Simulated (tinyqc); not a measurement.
# Permittivity of the insulator from five potentials

Problem. A node lies on a semiconductor-insulator interface. Steps: hs = tb/2 down into the semiconductor, ho = tox/1 up into the insulator, hy = L/4 sideways. The flux balance of its box reads eox (hy/ho)(above - node) + eps_r (hy/hs)(below - node) + [(eps_r hs + eox ho)/(2 hy)](left + right - 2 node) - q Na (hs/2) hy/eps0 = 0. Find eox.

Parameters, values chosen for the exercise; semiconductor permittivity close to that of germanium: relative permittivity of the semiconductor eps_r = 16.3; half the body thickness tb = 3 nm; insulator thickness tox = 1.5 nm; channel length L = 29 nm; acceptor density of the depleted body Na = 2.3e17 cm^-3.

Constants: q = 1.602176634e-19 C, eps0 = 8.8541878128e-14 F/cm where lengths are in cm. Results are converted to the units shown.

psi (V): node 0.10735446, above -0.03, below 0.12989961, left 0.57, right 0.044573583

Solution. The balance is linear in eox.

eox = 3.900

Program tinyqc, `OMP_NUM_THREADS=1 python tinyqc.py 2480060 2480061 out.jsonl`; Intel Xeon 2.30GHz, shared host, one thread, about 0.1 s.
